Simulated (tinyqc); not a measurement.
# Channel mobility from two channel lengths

Inverse problem. Two power MOSFETs differ only in channel length: R_on = R_rest + Lc (Wp + a)/(2 mch Cox Vov), Cox = 3.9 eps0/tox. Find mch and R_rest.

Values chosen for this exercise: gate oxide thickness (eps_r 3.9) tox = 47 nm; gate overdrive Vov = 11 V; width of the p body in one cell, channels included Wp = 3.6 um; gap between neighbouring p bodies a = 4.3 um.

Constants: eps0 = 8.8541878128e-14 F/cm where lengths are in cm. Results are converted to the units shown.

R_on at Lc = 0.38 and 1.3 um (mohm cm^2): 1.0619086  1.2117927

Answer. R_on is a straight line in Lc; its slope gives mch and its intercept the rest.

mch = 300 cm^2/(V s)
R_rest = 1.00 mohm cm^2

tinyqc, about 0.01 s, one thread, Intel Xeon 2.30GHz (shared host): `OMP_NUM_THREADS=1 python tinyqc.py 2230023 2230024 out.jsonl`
